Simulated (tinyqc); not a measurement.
# Subthreshold parameters from three currents

Question. Far below threshold and for Vds well above Vt the virtual-source current tends to I = Cinv n Vt vx0 exp((Vgs - VT0 + dl Vds + al Vt)/(n Vt)) per width, with constant n; the three currents follow this limit. Find n, dl and VT0.

Values chosen for this exercise: temperature T = 325 K; inversion capacitance Cinv = 3.75 uF/cm^2; velocity at the virtual source vx0 = 1.64e7 cm/s; threshold shift (in units of Vt) from weak to strong inversion al = 3.5.

Constants: q = 1.602176634e-19 C, kB = 1.380649e-23 J/K, Vt = kB T/q. Results are converted to the units shown.

I at (Vgs, Vds) = (-0.2, 0.3), (-0.14, 0.3) and (-0.2, 1.2) V (nA/um): 13.348526  56.766989  30.462880

Solution. The first two currents differ in Vgs alone and give n; the first and third differ in Vds alone and give dl; the size of the first then gives VT0.

n = 1.48
dl = 0.0380 V/V
VT0 = 0.318 V

tinyqc, about 0.01 s, one thread, Intel Xeon 2.30GHz (shared host): `OMP_NUM_THREADS=1 python tinyqc.py 2380142 2380143 out.jsonl`
